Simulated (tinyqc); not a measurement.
Against the doping: grain-boundary trapping model (Seto) of a polycrystalline semiconductor film. Computed by tinyqc, a small Python program. Command: `OMP_NUM_THREADS=1 python tinyqc.py 3010936 3010937 out.jsonl poly walk`. One thread of a shared host (Intel(R) Xeon(R) Processor @ 2.30GHz), about 0.01 s of CPU time with the checks.

Grains of equal size L are joined by thin boundaries with one trap level. Trapped carriers deplete a width W on each side and raise a barrier, crossed by thermionic emission. Dopants are fully ionised, statistics are non-degenerate and mu_g does not depend on T.

Inputs (values chosen for the exercise, modelled on polycrystalline SiGe):

| quantity | value | unit |
|---|---|---|
| permittivity eps | 13.5 | - |
| effective mass m | 0.31 | m_0 |
| effective density of states at 300 K, N_c | 1.5e+19 | 1/cm^3 |
| grain size L | 490 | nm |
| trap density Q_t | 3.6e+12 | 1/cm^2 |
| trap level E_t below the band edge | 0.51 | eV |
| temperature T | 300 | K |

Grain interior: neglected.

Constants: e = 1.602176634e-19 C; eps_0 = 8.8541878128e-12 F/m; k_B = 8.617333262e-05 eV/K; m_0 = 9.1093837015e-31 kg; k_B = 1.380649e-23 J/K.

Method:
- If all traps fill, the grain is just depleted at N* = Q_t/L, with the barrier e Q_t L/(8 eps eps_0).
- N_c(T) = N_c (T/300 K)^(3/2). Filled traps Q = Q_t/(1 + (1/2) exp((E_t* - E_F)/k_B T)), where E_t* = e V_B - E_t and E_F are counted from the band edge at the grain centre. Partial depletion: Q = 2 N W, V_B = e N W^2/(2 eps eps_0), E_F = k_B T ln(N/N_c); solve for W. If that W would exceed L/2 the grain is fully depleted: W = L/2, Q = N L, and E_F follows from the trap equation. Centre density n_0 = N_c exp(E_F/k_B T).
- Boundary: sigma_b = L e^2 n_0 exp(-e V_B/k_B T)/sqrt(2 pi m k_B T); rho = 1/sigma_b. Mean carrier density n_av = n_0 [(1 - 2W/L) + (2W/L) (sqrt(pi)/2) erf(y)/y], y = sqrt(e V_B/k_B T); effective mobility 1/(e n_av rho).

N* = 7.34694e+16 1/cm^3

The same film:

| N (1/cm^3) | W (nm) | V_B (V) | mean density (1/cm^3) | mobility (cm^2/(V s)) | rho (ohm cm) |
|---|---|---|---|---|---|
| 2.20e+15 | 245.00 | 0.08850 | 9.1236e+09 | 6.2890e+02 | 1.0878e+06 |
| 7.30e+15 | 245.00 | 0.29367 | 5.0505e+13 | 4.0603e-01 | 3.0437e+05 |
| 1.80e+16 | 180.53 | 0.39316 | 7.7507e+15 | 5.2833e-03 | 1.5242e+05 |
| 3.70e+16 | 126.94 | 0.39960 | 2.2150e+16 | 2.9628e-03 | 9.5105e+04 |
| 5.90e+16 | 100.95 | 0.40295 | 4.0147e+16 | 2.2896e-03 | 6.7902e+04 |
| 8.80e+16 | 82.87 | 0.40501 | 6.4899e+16 | 1.9506e-03 | 4.9303e+04 |
| 1.50e+17 | 63.54 | 0.40582 | 1.1980e+17 | 1.7459e-03 | 2.9841e+04 |
| 2.90e+17 | 45.37 | 0.40007 | 2.4839e+17 | 2.0331e-03 | 1.2359e+04 |
| 7.30e+17 | 24.59 | 0.29591 | 6.7592e+17 | 1.0571e-01 | 8.7355e+01 |
| 2.90e+18 | 6.21 | 0.07488 | 2.8642e+18 | 5.1206e+02 | 4.2557e-03 |

What follows from these numbers?

The barrier peaks among these rows at N = 1.5e17 (0.406 V) and the mobility has its minimum at 1.5e17; N* is 7.3e16. While the grain is fully depleted (W = L/2) V_B grows as N; once all traps are filled it falls as 1/N (last exponent -1.00). From 1.8e16 to 2.9e17 it is pinned, because the trap level has met E_F and the traps fill only in part. Partly depleted rows (W < L/2) with e V_B below 2 k_B T stretch the depletion approximation. Where the barrier is low the mobility is too high, because scattering inside the grains is left out. Where N approaches N_c the non-degenerate statistics fail. rho drops most steeply, as N^-7.2, between 7.3e17 and 2.9e18.

Extremes, crossings and ranges named in words are read from the listed rows.
